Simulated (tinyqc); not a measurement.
Surface potential of a MOS transistor: implicit equation and explicit approximations: two steps of the calculation.

p-type body, charge-sheet picture, depletion and inversion only, full ionisation (an idealisation for deep acceptors), Boltzmann statistics (rough once Na exp(x - xn) passes about Nc/7). In units of Vt: xg = (Vg - Vfb)/Vt, x = psi/Vt, G = gamma/sqrt(Vt), xn = (2 phiF + Vc)/Vt. The implicit equation is (xg - x)^2 = G^2 [x - 1 + exp(x - xn)] for x above about 3. Cox = eps0 eox/tox.

Inputs (values chosen for the exercise); band and dielectric values those of a made-up semiconductor:

| symbol | value | unit | meaning |
|---|---|---|---|
| T | 250 | K | temperature |
| eox | 21.4 |  | relative permittivity of the gate insulator (close to hafnium oxide) |
| tox | 42 | nm | insulator thickness |
| Vc | 0 | V | channel-body voltage |

Constants: q = 1.602176634e-19 C, kB = 1.380649e-23 J/K, Vt = kB T/q, eps0 = 8.8541878128e-14 F/cm where lengths are in cm. Results are converted to the units shown.

Task 1. Explicit approximation. Depletion value a = 1 + [sqrt(G^2/4 + xg - 1) - G/2]^2; inversion value b = xn + ln[(xg - xn)^2/G^2 - xn + 1] and first guess y = min(a, b) - ln(1 + exp(-|a - b|)) if a > xn + 1, else b = y = a; one second-order correction with D = exp(y - xn), p = 2 (xg - y) + G^2 (1 + D), w = (xg - y)^2 - G^2 (y - 1 + D): z = y + 2 w/(p + sqrt(p^2 - 2 (2 - G^2 D) w)), or the Newton step z = y + w/p where the root is not real.

G = 1.3760739
xn = 52.936545
xg = 79.839085

Wanted: a; b; y; p; w; z.

Result 1.

a = 68.53
b = 58.74
y = 58.74
p = 669.5
w = -289.4
z = 58.14

The root of the implicit equation is x = 58.1858; y misses it by 0.55 and z by -0.049, in units of Vt.

Task 2. Potential, charges and gate control. psi = Vt x; N_dep = Cox Vt G sqrt(x - 1)/q; N_inv = (Cox Vt G/q) [sqrt(x - 1 + exp(x - xn)) - sqrt(x - 1)]; dpsi/dVg = 1/[1 + G^2 (1 + exp(x - xn))/(2 (xg - x))].

converged x = 58.185788
G = 1.3760739
xn = 52.936545
xg = 79.839085

Wanted: psi; N_dep; N_inv; dpsi/dVg.

Result 2.

psi = 1.254 V
N_dep = 6.313e11 cm^-2
N_inv = 6.823e11 cm^-2
dpsi/dVg = 0.1067

psi lies 5.2 Vt above 2 phiF + Vc.

Program tinyqc, `OMP_NUM_THREADS=1 python tinyqc.py 2122155 2122156 out.jsonl`; Intel Xeon 2.30GHz, shared host, one thread, about 0.01 s.
